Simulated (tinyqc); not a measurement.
Hubbard chain of 5 sites, step by step. One step of it, computed by the program tinyqc.

Question. Mean-field iteration 2. H(up) = T + U n(down), H(down) = T + U n(up); fill the lowest levels; n(new) = n + mixing (n(out) - n); E = tr T (rho up + rho down) + U sum n_up n_down of the output.

one-body matrix (hopping and site energies) (eV), lower triangle:
```
           1          2          3          4         5
1   0.000000
2  -0.630000   0.000000
3   0.000000  -0.630000   0.000000
4   0.000000   0.000000  -0.630000   0.000000
5   0.000000   0.000000   0.000000  -0.630000  0.000000
```

U = 5.800000 eV

electrons, up and down: 3  2

mixing = 1

n(up) after iteration 1: 1 0.792607, 2 0.331252, 3 0.752283, 4 0.331252, 5 0.792607

n(down) after iteration 1: 1 0.207393, 2 0.668748, 3 0.247717, 4 0.668748, 5 0.207393

Give: levels, up; levels, down; energy; n(up) after iteration 2; n(down) after iteration 2.

Answer.

levels, up (eV): 0.922  1.062  1.310  4.020  4.286

levels, down (eV): 1.514  1.780  4.490  4.738  4.878

energy = -0.141 eV

n(up) after iteration 2: 1 0.958, 2 0.085, 3 0.914, 4 0.085, 5 0.958

n(down) after iteration 2: 1 0.042, 2 0.915, 3 0.086, 4 0.915, 5 0.042
